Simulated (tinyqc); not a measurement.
Longitudinal sound in a periodic multilayer: transfer matrices, stop bands and folded phonons: one step, computed by the program tinyqc. Command: `OMP_NUM_THREADS=1 python tinyqc.py 3031661 3031662 out.jsonl multilayer walk`. One thread of a shared host (Intel(R) Xeon(R) Processor @ 2.30GHz), about 0.01 s of CPU time with the checks.

Layers 1 and 2 repeat with period d = d_1 + d_2; waves travel normal to the layers, without loss. State vector (u, s): displacement u and stress divided by omega. Impedances Z = rho v are in 1e6 kg/(m^2 s).

Question. Transmission through N periods. A layer maps (u, s) by [[cos p, sin p/Z], [-Z sin p, cos p]], p = 2 pi f d_i/v_i; one period is M = M_2 M_1, and cos(q d) = trace(M)/2. For N periods A = M^N. A wave comes from a thick layer of material 1 and leaves into the substrate (Z_s): transmitted power T = 4 Z_1 Z_s/|Z_1 A_22 + Z_s A_11 - i (Z_1 Z_s A_12 - A_21)|^2, reflected power R = 1 - T.

Inputs (values chosen for the exercise, modelled on aluminium (layer 1), tungsten (layer 2) and gallium arsenide (substrate)):
```
quantity       value  unit
velocity v_1    6540   m/s
thickness d_1   5.83    nm
velocity v_2    5220   m/s
thickness d_2   4.74    nm
periods N         12     -
frequency f      211   GHz
```

M:
```
             1           2
1  -0.01588338  0.02224440
2    -41.54667   -4.773501
```

Z_2 = 100.746

Z_1 = 17.7234

Z of the substrate = 25.5195

Give: A = M^N; transmitted power T; T in decibel.

Answer.

A = M^N:
```
            1           2
1  -3.875e+06  -4.248e+05
2   7.935e+08   8.699e+07
```

transmitted power T = 5.925e-16

T in decibel = -152.3 dB
